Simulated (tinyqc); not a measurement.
Hot carriers by balance equations with a heated Maxwellian. Inputs raised by 2 %, one at a time. Computed by tinyqc, a small Python program. Command: `OMP_NUM_THREADS=1 python tinyqc.py 3031007 3031008 out.jsonl hot sens`. One thread of a shared host (Intel(R) Xeon(R) Processor @ 2.30GHz), about 0.08 s of CPU time with the checks.

The carriers follow a Maxwellian at an electron temperature T_e, slightly displaced; the drift energy is neglected against k_B T_e. The balance averages the rate, not the time, so mu_0 lies below the relaxation-time value.

Inputs (values chosen for the exercise, modelled on electrons in silicon):
```
quantity                                          value       unit
effective mass m                                  0.321        m_0
density rho                                        2329     kg/m^3
sound velocity v_l                                 9120        m/s
acoustic deformation potential D_A                  8.6         eV
phonon energy hbar w                               59.6        meV
optical or intervalley deformation potential D_o    4.7  1e8 eV/cm
final valleys Z_f                                     5          -
lattice temperature T                               300          K
electric field F                                    2.4      kV/cm
mixing                                              0.4          -
iteration cap                                       300          -
```

Band: parabolic. Solver: damped fixed point.

Constants: k_B = 8.617333262e-05 eV/K; k_B = 1.380649e-23 J/K; e = 1.602176634e-19 C; hbar = 1.054571817e-34 J s; m_0 = 9.1093837015e-31 kg; hbar = 6.582119569e-16 eV s.

Method:
- Parabolic band: E = hbar^2 k^2/(2 m), speed v = hbar k/m, states per spin, volume and energy g(E) = m k/(2 pi^2 hbar^2). Masses are multiplied by m_0 and all formulas are in SI units.
- Phonon occupation N_q = 1/(exp(hbar w/(k_B T)) - 1).
- Acoustic deformation potential (elastic, equipartition, absorption and emission together): 1/tau = 2 pi k_B T D_A^2 g(E)/(hbar rho v_l^2).
- Optical or intervalley deformation potential: 1/tau = (pi Z_f D_o^2/(rho w)) [N_q g(E + hbar w) + (N_q + 1) g(E - hbar w)], with g = 0 below the band edge.
- Averages over the Maxwellian, <y> = int y x^(1/2) exp(-x) dx / int x^(1/2) exp(-x) dx with x = E/(k_B T_e), split at x_0 = hbar w/(k_B T_e): 64 Gauss-Legendre points in sqrt(x) below it and 128 in sqrt(x - x_0) above it, up to x = 32. Momentum balance: mu(T_e) = e/(m nu), nu = <x (sum of rates)>/<x>. Power lost per carrier: P(T_e) = hbar w <emission rate - absorption rate> + <(2 m v_l^2/(k_B T)) (E - 2 k_B T) acoustic rate>.
- Energy relaxation time at weak heating: tau_E = (3/2) k_B / (dP/dT_e), the derivative by a central difference of +/- 0.5 K at T_e = T.
- Fixed point: T_out = T + (T_e - T) e mu(T_e) F^2/P(T_e), T_new = T_e + mixing (T_out - T_e).
- Start at T_e = 1.5 T; stop when T_e moves by less than 1e-6 K or exceeds 1e6 K.
- v = mu(T_e) F; warm-carrier coefficient (mu/mu_0 - 1)/F^2.

Runs; columns: (1) input moved; (2) from; (3) to; (4) drift velocity (1e7 cm/s); (5) electron temperature T_e (K); (6) low-field mobility mu_0 (cm^2/(V s)); (7) energy relaxation time tau_E (ps):
```
(1)                                                            (2)      (3)      (4)     (5)     (6)      (7)
base run                                                         -        -  0.27807  324.99  1249.9  0.49646
sound velocity v_l (m/s)                                      9120   9302.4  0.28319  325.44  1275.5  0.49646
acoustic deformation potential D_A (eV)                        8.6    8.772  0.27295  324.53  1224.4  0.49620
phonon energy hbar w (meV)                                    59.6   60.792  0.28477  326.16  1284.5  0.50886
optical or intervalley deformation potential D_o (1e8 eV/cm)   4.7    4.794  0.27360  323.68  1225.9  0.47743
lattice temperature T (K)                                      300      306  0.26913  329.92  1203.3  0.48940
electric field F (kV/cm)                                       2.4    2.448  0.28288  325.91  1249.9  0.49646
density rho (kg/m^3)                                          2329  2375.58  0.28288  325.91  1274.9  0.50639
```

Exponents ln(y'/y) / ln(x'/x):
```
input                                             drift velocity  electron temperature T_e  low-field mobility mu_0  energy relaxation time tau_E
sound velocity v_l                                         0.920                     0.070                    1.022                         0.000
acoustic deformation potential D_A                        -0.939                    -0.072                   -1.042                        -0.027
phonon energy hbar w                                       1.201                     0.181                    1.379                         1.246
optical or intervalley deformation potential D_o          -0.819                    -0.205                   -0.978                        -1.974
lattice temperature T                                     -1.651                     0.759                   -1.919                        -0.724
electric field F                                           0.866                     0.143                    0.000                         0.000
density rho                                                0.866                     0.143                    1.000                         1.000
```

Which inputs matter most for each result?

Among the inputs moved here: drift velocity answers most in size to lattice temperature T (exponent -1.651), next to phonon energy hbar w (+1.201). Electron temperature T_e answers most in size to lattice temperature T (exponent +0.759), next to optical or intervalley deformation potential D_o (-0.205). Low-field mobility mu_0 answers most in size to lattice temperature T (exponent -1.919), next to phonon energy hbar w (+1.379); its exponent is below 0.0005 for electric field F. energy relaxation time tau_E answers most in size to optical or intervalley deformation potential D_o (exponent -1.974), next to phonon energy hbar w (+1.246); its exponent is below 0.0005 for sound velocity v_l, electric field F.

Caution (all rows): the drift energy m v^2/2 is not small against the heating (3/2) k_B (T_e - T), so T_e - T is rough.
